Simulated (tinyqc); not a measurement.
Worked calculation: charge neutrality level from zone-averaged pseudopotential bands. Values are carried at full precision from step to step, so a last printed digit may differ when a step is redone from the rounded ones.

Empirical pseudopotential on the fcc lattice, atoms at +/- tau, tau = a (1,1,1)/8, no spin-orbit coupling. H(G,G') = c (2 pi/a)^2 |k + G|^2 delta + VS(q) cos(q.tau) + i VA(q) sin(q.tau), q = G - G', c = hbar^2/2m0; k and G in units of 2 pi/a; VS at |q|^2 = 3, 8, 11 and VA at 3, 4, 11, in rydberg, zero elsewhere. At each k the basis holds all G with |k + G|^2 up to 16; energies are counted from the fourth level at Gamma.

Mesh: k = sum_i (n_i + 1/2)/N b_i, n_i = 0 ... N - 1, b = (-1,1,1), (1,-1,1), (1,1,-1); points with the same sorted |kx|, |ky|, |kz| after folding to the shortest k + G are joined, with their count as weight. Neutrality (branch-point) level: E_N = (1/2) mean over k of [E5 + (E3 + E4)/2], E_n the n-th level from below.

Constants: hbar^2/2m0 = 3.80998211 eV angstrom^2; Ry = 13.60569312 eV.

Values chosen for the exercise (classic local form factors of the size used for InP, without spin-orbit coupling; the results hold for these values, not for the real material):
```
symbol  value                  unit      meaning
a       5.856                  angstrom  lattice constant
VS      (-0.233, 0.009, 0.06)  Ry        symmetric form factors
VA      (0.069, 0.051, 0.011)  Ry        antisymmetric form factors
mesh    4                                points along each reciprocal vector
```

## Levels on the mesh

Diagonalise at each joined point.

Levels (eV):
```
kx          ky      kz  weight       E3       E4      E5      E6
0.1250  0.1250  0.1250       2  -0.1470  -0.1470  2.4561  4.7630
0.3750  0.1250  0.1250       6  -0.7765  -0.7695  3.3583  4.2070
0.3750  0.3750  0.1250       6  -1.4775  -0.4863  3.1959  5.1295
0.3750  0.3750  0.3750       2  -0.7039  -0.7039  2.1014  5.2125
0.6250  0.1250  0.1250       6  -1.7244  -1.4377  2.9275  4.1023
0.6250  0.3750  0.1250      12  -2.2300  -1.2129  3.8574  4.7478
0.6250  0.3750  0.3750       6  -1.5587  -1.0122  2.8567  4.8822
0.6250  0.6250  0.1250       6  -2.7132  -1.2280  3.2282  5.9364
0.8750  0.1250  0.1250       6  -2.2751  -1.8100  2.5176  3.3906
0.8750  0.3750  0.1250      12  -2.7236  -1.9043  3.6785  5.3520
```

## Gaps

Level 5 at Gamma, at the lowest of (f,0,0) with f = 0.8, 0.85, 0.9, 1, and at (1/2,1/2,1/2).

gaps to Gamma, Delta/X, L (eV): 1.4931  2.2503  1.9673

## The neutrality level

Energies are counted from the valence top at Gamma. E_N = (1/2) weighted mean of [E5 + (E3 + E4)/2]. Compare with half the smallest indirect gap, min(Delta/X, L)/2, and give the barrier for electrons in the limit of full pinning, min(gaps) - E_N.

mean of E5 = 3.2508 eV
mean of (E3 + E4)/2 = -1.5927 eV
E_N = 0.8290 eV
half the indirect gap = 0.9836 eV
pinned barrier for electrons = 0.6640 eV

E_N lies at 56 % of the gap from the valence top. The two estimates differ by 0.15 eV; both rules are good to a few tenths of an eV only, so a position within that distance of a band edge or of mid-gap is not settled. Local form factors place the indirect gaps only to a few tenths of an eV, and E_N moves with them. Spin-orbit coupling, left out, would lift the valence top by a third of its splitting.

## Checks

- Sum of the weights against N^3: both 64.

tinyqc: `OMP_NUM_THREADS=1 python tinyqc.py 1850022 1850023 out.jsonl`; about 0.09 s, one thread, shared Intel(R) Xeon(R) Processor @ 2.30GHz.
